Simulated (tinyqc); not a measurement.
Kramers turnover: harmonic transition-state theory with quantum, tunnelling and friction corrections. Computed by tinyqc, a small Python program. Command: `OMP_NUM_THREADS=1 python tinyqc.py 3001273 3001274 out.jsonl rates walk`. One thread of a shared host (Intel(R) Xeon(R) Processor @ 2.30GHz), about 0.01 s of CPU time with the checks.

One atom hops between equivalent sites; three modes at the minimum and two real modes at the saddle are treated as harmonic, the rest of the crystal as unchanged; melting is ignored, so hot rows may lie above the melting point.

Inputs (values chosen for the exercise, modelled on interstitial hydrogen in silicon): barrier E_b = 0.519 eV; imaginary frequency at the saddle nu_b = 15.8 THz; temperature T = 388 K.

Lattice of sites: three-dimensional. Correction studied: friction.

Constants: k_B = 8.617333262e-05 eV/K.

Method. Kramers: spatial-diffusion factor kappa_s = sqrt(1 + y^2) - y with y = gamma/(2 omega_b); weak-friction (energy-diffusion) estimate kappa_e = Delta/2 with Delta = (16/3)(gamma/omega_b) E_b/(k_B T), the energy lost in one round trip of a well at the barrier energy of a symmetric quartic double well, over k_B T (half of the escaping atoms fall back); bridge 1/kappa = 1/kappa_s + 1/kappa_e. omega_b = 2 pi nu_b; rate with friction = kappa k_cl.

Transmission:
```
gamma/omega_b  kappa_s     kappa_e    kappa
0.001          0.99950  4.1393e-02  0.03975
0.003          0.99850  1.2418e-01  0.11044
0.01           0.99501  4.1393e-01  0.29232
0.03           0.98511  1.2418e+00  0.54933
0.1            0.95125  4.1393e+00  0.77349
0.3            0.86119  1.2418e+01  0.80534
1              0.61803  4.1393e+01  0.60894
3              0.30278  1.2418e+02  0.30204
10             0.09902  4.1393e+02  0.09900
30             0.03330  1.2418e+03  0.03330
```

What does the comparison show, and why?

kappa peaks at 0.81 near gamma/omega_b = 0.3 among these rows. Below, too little energy reaches the atom and the rate grows with friction; above, recrossings cut it, as omega_b/gamma in the end (0.0333 against 0.0333). Transition-state theory, kappa = 1, is the upper bound. Caution: the simple bridge underestimates kappa near the turnover by some ten per cent and can shift the peak to higher friction; long jumps on a lattice are ignored.

Extremes, crossings and ranges named in words are read from the listed rows.
